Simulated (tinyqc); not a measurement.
# Doping from the body effect

Question. The threshold of a long MOSFET, counted against the source, shifts by gamma (sqrt(2 phiF + Vsb) - sqrt(2 phiF)) with gamma = sqrt(2 eps0 eps_r q N)/Cox. Find 2 phiF, gamma and N from two shifts.

Values chosen for this exercise: relative permittivity eps_r = 11.9.

Constants: q = 1.602176634e-19 C, eps0 = 8.8541878128e-14 F/cm where lengths are in cm. Results are converted to the units shown.

|VT - VT(0)| at source-body biases 0.9 and 3.3 V (V): 0.14462062  0.40283184
Cox = 0.81812695 uF/cm^2

Solution. The ratio of the shifts depends on 2 phiF alone and rises steadily with it, so it fixes 2 phiF; either shift then gives gamma, and gamma gives N.

2 phiF = 0.860 V
gamma = 0.362 V^0.5
N = 2.60e17 cm^-3

Numbers from tinyqc (`OMP_NUM_THREADS=1 python tinyqc.py 2060025 2060026 out.jsonl`; about 0.01 s on one thread of a shared Intel Xeon 2.30GHz).
